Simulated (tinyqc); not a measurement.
What moves the results: three-band (Emery) model of a CuO2 plane downfolded to one band. A value that a table varies takes the place of the one given here.

Electron picture, d at 0 and the oxygen p orbitals at -D; sx = sin(kx a/2), sy = sin(ky a/2). H = [[0, 2 tpd sx, -2 tpd sy], [., -D, -4 tpp sx sy], [., ., -D]], real and symmetric. The top (antibonding) band crosses the Fermi level.

One-band form E = e0 - 2t (cos kx + cos ky) - 4t' cos kx cos ky - 2t'' (cos 2kx + cos 2ky) - 4t''' (cos 2kx cos ky + cos kx cos 2ky), k in 1/a. Each hopping is minus the mean of E cos(m kx) cos(n ky) over a 12 x 12 mesh, k = (j + 1/2) 2 pi/12.

Inputs chosen for the exercise (out of a larger set: of the size used for cuprate planes; not measured data):
- D = 1.6 eV (ed - ep)
- tpd = 1.32 eV (d-p hopping)
- tpp = 0.51 eV (p-p hopping)

## Ways to reach one band

e0, t, t', t'', t''' (eV): 2.18676  0.47201  -0.00764  0.04850  0.00366

k in pi/a. Second order: 4 tpd^2 (sx^2 + sy^2)/D. Downfolded at a fixed energy: h(E0) = V (E0 - H_pp)^-1 V^T at E0 = the exact level at (1/2,1/2), then linearised, E = E0 + Z (h(E0) - E0), Z = 1/(1 + |(E0 - H_pp)^-1 V^T|^2). Fourier: all four hoppings.

Top band (eV):

| k | exact | second order | linearised | Fourier |
|---|---|---|---|---|
| (0,0) | 0.0000 | 0.0000 | 0.0000 | 0.1060 |
| (1/2,0) | 1.2310 | 2.1780 | 1.1484 | 1.2574 |
| (1,0) | 1.9586 | 4.3560 | 1.9442 | 1.9622 |
| (1,1/2) | 3.1339 | 6.5340 | 3.0238 | 3.1162 |
| (1,1) | 3.9600 | 8.7120 | 3.3898 | 3.9406 |
| (3/4,3/4) | 3.5207 | 7.4362 | 3.2420 | 3.5371 |
| (1/2,1/2) | 2.3659 | 4.3560 | 2.3659 | 2.3808 |
| (1/4,1/4) | 0.9193 | 1.2758 | 0.7951 | 0.8670 |

The band is 3.960 eV wide; second order gives 8.712, a factor 2.20, since 2 tpd/D = 1.65 is not small. It also leaves out tpp, which widens the exact band and so lowers this factor; with 4 tpp above D an oxygen level passes the d level at (1,1), where the expansion has no meaning. Linearising about the Fermi region is exact at (1/2,1/2), off by 14.3 meV at (1,0) and 570 meV at worst, far from E0. The four Fourier hoppings err by at most 106 meV, at (0,0).

## What sets t'/t

tpp is varied; points are in units of pi/a. E(1,0) is the saddle point; the filling is the share of a 40 x 40 mesh, k = (j + 1/2) 2 pi/40, below the saddle energy, times two.

One-band values:

| tpp (eV) | t (eV) | t' (eV) | t'' (eV) | t'/t | E(1,0) - E(1/2,1/2) (eV) | electrons at the saddle |
|---|---|---|---|---|---|---|
| 0.05 | 0.3539 | 0.0432 | 0.0287 | 0.122 | -0.0359 | 0.950 |
| 0.20 | 0.3891 | 0.0279 | 0.0349 | 0.072 | -0.1488 | 0.905 |
| 0.35 | 0.4275 | 0.0114 | 0.0413 | 0.027 | -0.2695 | 0.865 |
| 0.50 | 0.4691 | -0.0064 | 0.0480 | -0.014 | -0.3984 | 0.825 |
| 0.65 | 0.5140 | -0.0255 | 0.0550 | -0.050 | -0.5357 | 0.770 |
| 0.80 | 0.5621 | -0.0458 | 0.0623 | -0.081 | -0.6814 | 0.740 |

t'/t goes from 0.122 to -0.081. With tpp = 0 the band depends on sx^2 + sy^2 alone and the line through the saddle is a nested square, whatever t' says: terms in (cos kx + cos ky)^2 bring t' and t'' in the ratio two to one, higher powers alter it (first row: 0.0432 and 0.0287 eV), so t' - 2t'', which goes from -0.0141 to -0.1705 eV, measures the rounding. Oxygen hopping lowers the saddle against (1/2,1/2), by 0.681 eV in the last row, so the van Hove filling moves from 0.95 to 0.74 electrons (mesh values, coarse by a few hundredths; the nested square holds exactly 1) and the half-filled Fermi line closes around (1,1).

## What each parameter does

Top band at (1,1), (1,0) and (1/2,1/2) in pi/a, and its d weight at (1/2,1/2). Each row changes one parameter from the base and keeps the others.

Results:

| case | E(1,1) (eV) | E(1,0) (eV) | E(1/2,1/2) (eV) | d weight |
|---|---|---|---|---|
| base | 3.9600 | 1.9586 | 2.3659 | 0.5546 |
| D = 1.76 eV | 3.8761 | 1.9028 | 2.2958 | 0.5694 |
| tpd = 1.188 eV | 3.5874 | 1.7071 | 2.1036 | 0.5606 |
| tpp = 0.459 eV | 3.8534 | 1.9586 | 2.3209 | 0.5641 |

The largest shifts from the base row, up to three for each result and ties (the steps differ in size, so this ranks the rows, not the parameters). E(1,1) (eV): tpd -0.3726, tpp -0.1066, D -0.0839. E(1,0) (eV): tpd -0.2515, D -0.0557; unchanged at the printed digits by tpp. E(1/2,1/2) (eV): tpd -0.2622, D -0.0701, tpp -0.0449. d weight: D +0.0148, tpp +0.0095, tpd +0.0060. At (1,0) sy = 0, so tpp does not enter.

Run: tinyqc, `OMP_NUM_THREADS=1 python tinyqc.py 1452131 1452132 out.jsonl`; Intel(R) Xeon(R) Processor @ 2.30GHz, one thread, shared host; about 0.03 s of CPU time with all checks.
